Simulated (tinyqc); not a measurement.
# Implanted layer, carriers, mobility and sheet resistance with incomplete ionisation: effect of the peak chemical concentration

An n-type layer from the surface x = 0 to the junction xj, N(x) = N0 exp(-(x - Rp)^2/(2 sg^2)). Local neutrality (no depletion at surface or junction, no spilling of carriers), intrinsic carriers neglected, Boltzmann statistics.

xj = Rp + sg sqrt(2 ln(N0/Nb)). Active dopant A = min(N, Ns); n solves n (n + Nb)/(A - Nb - n) = K, K = (NB/gd) exp(-E/Vt), E = max(Ei - ks A^(1/3), 0), so n = 2 K (A - Nb)/[Nb + K + sqrt((Nb + K)^2 + 4 K (A - Nb))]; mobility mu = m1 + (m2 (T/300 K)^(-bt) - m1)/(1 + ((A + Nb)/Nr)^am). Dose = integral of N, carrier sheet density = integral of n, 1/Rs = q integral of n mu, mean mobility 1/(q Rs sheet density), Hall mobility (unit Hall factor) = integral of n mu^2 over integral of n mu, Hall sheet density = (integral of n mu)^2/integral of n mu^2; all from 0 to xj. Integrals on 4000 steps.

Parameters, values chosen for the exercise; values close to those of arsenic in silicon over a p-type background:
```
symbol    value        unit                                 meaning
T           300           K                             temperature
Nb       7.4e15       cm^-3  background doping of the opposite type
m1         52.2  cm^2/(V s)           mobility limit at high doping
m2         1400  cm^2/(V s)  mobility limit at low doping, at 300 K
Nr       9.3e16       cm^-3    reference doping of the mobility law
am        0.682                        exponent of the mobility law
bt            2                          temperature exponent of m2
Ns      2.02e20       cm^-3       solubility limit of active dopant
NB       2.9e19       cm^-3  conduction-band density of states at T
Ei       0.0529          eV   ionisation energy in the dilute limit
gd            2                      degeneracy factor of the level
ks            0       eV cm              lowering of Ei per N^(1/3)
sg           84          nm                straggle after annealing
Rp          130          nm                         projected range
```

Constants: q = 1.602176634e-19 C, kB = 1.380649e-23 J/K, Vt = kB T/q. Results are converted to the units shown.

Effect of the peak chemical concentration:
```
N0 (cm^-3),xj (nm),dose (cm^-2),carriers (cm^-2),Rs (ohm/square),mean mobility (cm^2/(V s)),Rs xj (ohm nm),Hall/true sheet density
7.4e16,310.3,1.438e12,1.174e12,6516,816.1,2.022e6,0.9936
1.2e17,328.3,2.350e12,2.013e12,4290,722.9,1.408e6,0.9883
1.9e17,344.0,3.735e12,3.249e12,3045,630.9,1.047e6,0.9806
3e17,358.6,5.912e12,5.099e12,2262,541.1,8.112e5,0.9700
4.7e17,372.0,9.274e12,7.766e12,1754,458.3,6.524e5,0.9563
7.5e17,385.3,1.481e13,1.177e13,1392,380.9,5.365e5,0.9386
1.2e18,398.0,2.371e13,1.747e13,1138,313.8,4.530e5,0.9174
1.9e18,409.8,3.755e13,2.517e13,957.5,259.0,3.924e5,0.8943
3e18,421.1,5.931e13,3.546e13,820.9,214.4,3.457e5,0.8700
```

What does the table show?

As N0 goes from 7.4e16 to 3e18, xj rises from 310 to 421 nm, Rs falls from 6520 to 821 ohm/square, the mean mobility falls from 816 to 214 cm^2/(V s) and the share of the dose that conducts goes from 81.6 through a maximum of 87.0 (at N0 = 1.9e17 among the rows listed) to 59.8 %. Rs goes as dose^(-0.85) at the low end and dose^(-0.34) at the high end; constant mobility and activation would give -1.

Computed by the program tinyqc: `OMP_NUM_THREADS=1 python tinyqc.py 2110103 2110104 out.jsonl`, one thread of a shared Intel Xeon 2.30GHz, about 0.01 s for the whole run.
